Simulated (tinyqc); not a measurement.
Screening unbinds the donor: static screening by free carriers.

kF = (3 pi^2 n/Mv)^(1/3), EF = c kF^2/m with c = hbar^2/2m0, n in 1/angstrom^3 (1e-24 per 1/cm^3), e2 = e^2/(4 pi eps0). Thomas-Fermi: qTF^2 = 6 pi e2 n/(eps EF). Debye: qD^2 = 4 pi e2 n/(eps kB T).

F_j(eta) = (1/Gamma(j + 1)) integral_0^infinity x^j dx/(1 + exp(x - eta)), which tends to exp(eta) for eta << 0.

At finite T: qs^2 = qD^2 F_-1/2(eta)/F_1/2(eta), where n = Mv N F_1/2(eta) and N = 2 (m kB T/(4 pi c))^(3/2) with c = hbar^2/2m0, in 1/angstrom^3; times 1e24 for 1/cm^3.

Donor in the screened potential -(e2/eps) exp(-qs r)/r with the trial function exp(-r/a): E(a) = c/(m a^2) - (e2/eps) 4/(a (2 + qs a)^2), e2 = e^2/(4 pi eps0), c = hbar^2/2m0; isotropic mass.

Constants: hbar^2/2m0 = 3.80998211 eV angstrom^2; e^2/(4 pi eps0) = 14.39964547 eV angstrom; kB = 8.617333262e-05 eV/K; a0 (Bohr radius) = 0.5291772105 angstrom.

Inputs chosen for the exercise (near those of GaAs; the results hold for these values, not for the real material): m = 0.0671 m0 (mass of one isotropic valley); Mv = 1 (valleys); eps = 12.8 (background dielectric constant); T = 200 K.

All carriers n are taken as free and screen with qs(T); E(a) is minimised over a; a dash marks no bound state. aB = a0 eps/m.

Donor level:
```
n (1/cm^3)  n^(1/3) aB  qs aB  E (meV)   a/aB
8.0e+12          0.020  0.008    -5.48  1.000
6.0e+13          0.040  0.022    -5.33  1.000
3.0e+14          0.068  0.050    -5.03  1.002
1.0e+15          0.101  0.091    -4.62  1.006
3.0e+15          0.146  0.158    -4.00  1.016
7.0e+15          0.193  0.241    -3.31  1.035
2.0e+16          0.274  0.403    -2.18  1.094
4.0e+16          0.345  0.562    -1.33  1.185
```

aB = 100.9 angstrom

How do the results move, and what explains it?

The level rises from -5.48 meV at the lowest density to -1.33 meV at 4e+16 1/cm^3, against -5.57 meV unscreened. It stays bound over this range. This trial function loses binding at qs aB = 1 and the exact Yukawa problem at 1.19; the Mott rule of thumb is n^(1/3) aB = 0.26, which the last bound row of this table passes: the rule belongs to low temperature, and thermal carriers screen more weakly.

(tinyqc, `OMP_NUM_THREADS=1 python tinyqc.py 1651882 1651883 out.jsonl`, Intel(R) Xeon(R) Processor @ 2.30GHz, 1 thread, shared host, about 0.01 s.)
